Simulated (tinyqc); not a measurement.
# Barrier from its over-barrier resonances

Problem. A flat barrier of width d = 0.8 nm between equal leads transmits fully where k d = n pi, that is at E_n = U + C (n pi/d)^2/m, C = hbar^2/(2 m0), whatever the lead mass. Find m and U.

Constants: q = 1.602176634e-19 C, hbar = 1.054571817e-34 J s, m0 = 9.1093837015e-31 kg, hbar^2/(2 m0) = 0.0380998212 eV nm^2. Results are converted to the units shown.

energies of resonances n = 1 and 2 (eV): 2.6983826  8.9935304

Solution. The spacing is 3 C (pi/d)^2/m, which gives m; either energy then gives U.

m = 0.280 m0
U = 0.600 eV

Program tinyqc, `OMP_NUM_THREADS=1 python tinyqc.py 2560029 2560030 out.jsonl`; Intel Xeon 2.30GHz, shared host, one thread, about 0.04 s.
